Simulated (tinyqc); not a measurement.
Parabolic quantum dot in a magnetic field (Fock-Darwin): sweeps and comparisons. A value that a table varies takes the place of the one given here.

Two dimensions, V = m w0^2 r^2/2, one valley. hbar wc = 2 muB B/m, W = sqrt(w0^2 + wc^2/4), E(n, l, s) = (2n + |l| + 1) hbar W - l hbar wc/2 + s gs muB B, n = 0, 1, ..., l = 0, +/-1, ..., s = +/-1/2; length lam = sqrt(2c/(m hbar W)), c = hbar^2/2m0.

Two electrons, first order in the Coulomb energy: the singlet (0,0)^2 has 2W + J0 and the lowest triplet (0,0)(0,1) has 3W - wc/2 + J0/2 - Ez, with J0 = sqrt(pi/2) q/(eps lam), q = e^2/(4 pi eps0), Ez = |gs| muB B.

Exact treatment: the centre of mass separates with energy W, and the relative motion obeys [-(2c/m) Laplacian + (2c/m) r^2/(2 lam^2)^2 + q/(eps r)] psi = e_l psi for angular number l, solved in 14 Gaussians r^l exp(-a r^2), a = 1.7^i/(4 lam^2), i = -3 to 10. E(S) = W + e_0, E(T) = W + e_1 - wc/2 - Ez.

Constants: muB = 5.788381798e-05 eV/T; hbar^2/2m0 = 3.80998211 eV angstrom^2; e^2/(4 pi eps0) = 14.39964547 eV angstrom.

Inputs chosen for the exercise (near those of a gate-defined dot in Si; shifted at random, so the results belong to these values and not to a real crystal):
- m = 0.1828 m0 (mass)
- gs = 2.01 (g factor)
- w0 = 1.8 meV (confinement energy hbar w0)
- Bs = (0, 0.71, 1.4, 2.3, 3.4, 5.1, 7.4) T (fields)
- eps = 11.8 (dielectric constant)
- B = 3.01 T (magnetic field)

## Levels against field

Six orbital levels without the Zeeman term.

Levels (meV):
```
B (T)  (0,0)  (0,1)  (0,-1)  (0,2)  (1,0)  (0,3)
0      1.800  3.600   3.600  5.400  5.400  7.200
0.71   1.814  3.403   3.853  4.992  5.442  6.581
1.4    1.854  3.264   4.151  4.675  5.561  6.085
2.3    1.942  3.155   4.612  4.369  5.825  5.582
3.4    2.097  3.118   5.271  4.139  6.292  5.160
5.1    2.418  3.222   6.451  4.025  7.255  4.828
7.4    2.955  3.566   8.253  4.178  8.864  4.789
```

What can be read from the table?

(0,2) crosses (0,-1) where W = 3 wc/2, that is wc = w0/sqrt(2), B = 2.01 T, and (0,3) crosses it at W = wc, B = 3.28 T. States with n = 0 and l >= 0 draw together into the lowest Landau level: their spacing W - wc/2 shrinks from 1.80 to 0.61 meV, while (0,-1) climbs to 5.30 meV above (0,0).

## Singlet against triplet in a field

For each field, first order and exact.

Energies (meV):
```
B (T)      J0  W - wc/2     Ez  E(T) - E(S), first order  exact
0      10.050     1.800  0.000                    -3.225   0.46
0.71   10.089     1.589  0.083                    -3.538   0.15
1.4    10.199     1.410  0.163                    -3.852  -0.13
2.3    10.439     1.213  0.268                    -4.273  -0.49
3.4    10.849     1.021  0.396                    -4.799  -0.91
5.1    11.649     0.803  0.593                    -5.615  -1.53
7.4    12.877     0.612  0.861                    -6.688  -2.32
```

How do the results move?

Exactly, the triplet drops below the singlet between 0.71 and 1.4 T. First order has the triplet lower even at zero field, which the exact solution forbids; with J0/W = 5.58 at zero field it misses the splitting there by 3.68 meV. From the first row to the last the orbital cost falls by 1.19 meV, the Coulomb gain J0/2 (half direct, half exchange) grows by 1.41 meV and the Zeeman gain by 0.86 meV. States of higher angular number, which take over at higher fields, in soft dots already within such a table, are left out.

## What each parameter does

The two modes W +/- wc/2, lam and the exact E(T) - E(S), with q = e^2/(4 pi eps0) and Ez = |gs| muB B. Each row changes one parameter from the base and keeps the others.

Results:
```
case           upper mode (meV)  lower mode (meV)  lam (angstrom)  E(T) - E(S) (meV)
base                      2.990             1.084           143.1              -0.77
B = 4.51 T                3.726             0.870           134.7              -1.32
w0 = 2.25 meV             3.397             1.490           130.6              -0.62
m = 0.2102 m0             2.811             1.153           135.3              -0.69
gs = 3.01                 2.990             1.084           143.1              -0.94
eps = 10                  2.990             1.084           143.1              -0.82
```

What can be read from the table?

The largest shifts from the base row, up to three for each result and ties (the steps differ in size, so this ranks the rows, not the parameters). upper mode (meV): B +0.736, w0 +0.407, m -0.179; unchanged at the printed digits by gs and eps. lower mode (meV): w0 +0.407, B -0.214, m +0.069; unchanged at the printed digits by gs and eps. lam (angstrom): w0 -12.4, B -8.4, m -7.8; unchanged at the printed digits by gs and eps. E(T) - E(S) (meV): B -0.56, gs -0.17, w0 +0.15.

(tinyqc, `OMP_NUM_THREADS=1 python tinyqc.py 1250672 1250673 out.jsonl`, Intel(R) Xeon(R) Processor @ 2.30GHz, 1 thread, shared host, about 0.04 s.)
